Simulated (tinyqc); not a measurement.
Adsorption as a lattice gas: isotherms with interactions, competition, desorption peaks and saturation dose: one step, computed by the program tinyqc. Command: `OMP_NUM_THREADS=1 python tinyqc.py 3015319 3015320 out.jsonl adsorb walk`. One thread of a shared host (Intel(R) Xeon(R) Processor @ 2.30GHz), about 0.2 s of CPU time with the checks.

One adsorbate per site; a molecule needs 2 empty sites. Gas and surface have the same temperature.

Question. Desorption peak without interaction. The peak obeys E/(k_B T_p^2) = (nu theta_0/beta) exp(-E/(k_B T_p)) if theta at the peak is theta_0/2. Redhead's shortcut, with the constant 3.46 (3.64 is also in use), reads E back as k_B T_p [ln(nu' T_p/beta) - 3.46], nu' = nu theta_0.

Inputs (values chosen for the exercise, for a model surface):
```
quantity                    value  unit
desorption energy E          1.04    eV
prefactor nu              9.6e+13   1/s
heating rate beta              11   K/s
initial coverage theta_0     0.14     -
```

Adsorption: dissociative (second order).

Constants: k_B = 8.617333262e-05 eV/K.

Give: peak temperature T_p; E by Redhead's shortcut.

Answer.

peak temperature T_p = 396.99 K

E by Redhead's shortcut = 1.0384 eV

The shortcut misses by -0.15 %, since 3.46 stands for ln(E/(k_B T_p)) = 3.41. A prefactor wrong by a factor 100 would shift E by 0.158 eV.
